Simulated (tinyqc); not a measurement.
Inside a calculation. Method: plane-wave Kohn-Sham cycle with exchange-only LDA in a layered model solid. One step of it, computed by the program tinyqc.

Problem. Iteration 2: potential. V_H(G) = 4 pi rho(G)/G^2 for G != 0 (uniform background); v_x = -(3 rho/pi)^(1/3); V = V_ext + V_H + v_x; Fourier components f(G_m) = (1/N) sum_j f(x_j) exp(-i G_m x_j).

A solid whose potential varies along x alone (atomic units):
```
parameter                      value
period a                   10.200000
cross-section of the cell  22.000000
electrons per cell                 2
grid points                       16
plane waves -n..n, n               3
k points                           2
V1 in V1 cos(2 pi x/a)     -0.410000
```

density after iteration 1 (e/bohr^3): 0.03048658  0.02630361  0.01695605  0.00828017  0.00316057  0.00099498  0.00027510  0.00007187  0.00003122  0.00007187  0.00027510  0.00099498  0.00316057  0.00828017  0.01695605  0.02630361

Give: Potentials on the grid; V(G_m), m = 0, 1, 2, ....

Solution.

Potentials on the grid (hartree):
```
x       V_ext     V_H     v_x       V
0.000  -0.410   0.504  -0.308  -0.213
0.637  -0.379   0.451  -0.293  -0.220
1.275  -0.290   0.311  -0.253  -0.232
1.913  -0.157   0.130  -0.199  -0.226
2.550       0  -0.049  -0.145  -0.194
3.188   0.157  -0.201  -0.098  -0.142
3.825   0.290  -0.313  -0.064  -0.087
4.463   0.379  -0.380  -0.041  -0.043
5.100   0.410  -0.403  -0.031  -0.024
5.737   0.379  -0.380  -0.041  -0.043
6.375   0.290  -0.313  -0.064  -0.087
7.013   0.157  -0.201  -0.098  -0.142
7.650       0  -0.049  -0.145  -0.194
8.287  -0.157   0.130  -0.199  -0.226
8.925  -0.290   0.311  -0.253  -0.232
9.562  -0.379   0.451  -0.293  -0.220
```

V(G_m), m = 0, 1, 2, ... (hartree): -0.158  -0.049  0.019  0.002  0.001  0.000  0.000
